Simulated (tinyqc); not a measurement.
Small-signal admittance of a forward-biased p+-n diode: one step of the calculation.

Holes injected into a neutral base of width wb with an ohmic contact at its end; low injection, p0 far above the equilibrium density. A small voltage v exp(i w t), w = 2 pi f, modulates the edge density by p0 v/Vt, and the small-signal density obeys Dp d2p/dx2 = (1/tau + i w) p.

Task. Closed-form admittance. L = sqrt(Dp tau); direct current J = (q Dp p0/L) coth(wb/L); k = sqrt(1 + i w tau)/L; diffusion admittance Y = (q Dp p0/Vt) k coth(k wb) = G + i w C_diff; junction capacitance C_j = sqrt(q eps0 eps_r Nd/(2 Vr)) in the depletion approximation, with the remaining barrier Vr = Vt ln(Na/p0), a rough value under forward bias; base-width modulation is left out.

Inputs (values chosen for the exercise); permittivity close to that of gallium arsenide:
```
symbol,value,unit,meaning
T,275,K,temperature
eps_r,12.9,,relative permittivity
Nd,2e16,cm^-3,donor density of the base
Dp,4.9,cm^2/s,hole diffusion coefficient
tau,2e-7,s,hole lifetime
wb,12,um,width of the neutral base
p0,2.4e12,cm^-3,excess hole density at the junction edge
Na,1e19,cm^-3,acceptor density of the p+ side
f,3e6,Hz,signal frequency
```

Constants: q = 1.602176634e-19 C, kB = 1.380649e-23 J/K, Vt = kB T/q, eps0 = 8.8541878128e-14 F/cm where lengths are in cm. Results are converted to the units shown.

Wanted: L; J; k wb; Y; C_diff; C_j.

Result.

L = 9.8995 um
J = 0.0022730 A/cm^2
k wb = 1.8974+1.4597i
Y = 0.12123+0.09137i S/cm^2
C_diff = 0.0048473 uF/cm^2
C_j = 0.071177 uF/cm^2

G is 1.26 times its low-frequency value J/Vt, and C_diff is 0.0681 times C_j.

Numbers from tinyqc (`OMP_NUM_THREADS=1 python tinyqc.py 2890149 2890150 out.jsonl`; about 0.01 s on one thread of a shared Intel Xeon 2.30GHz).
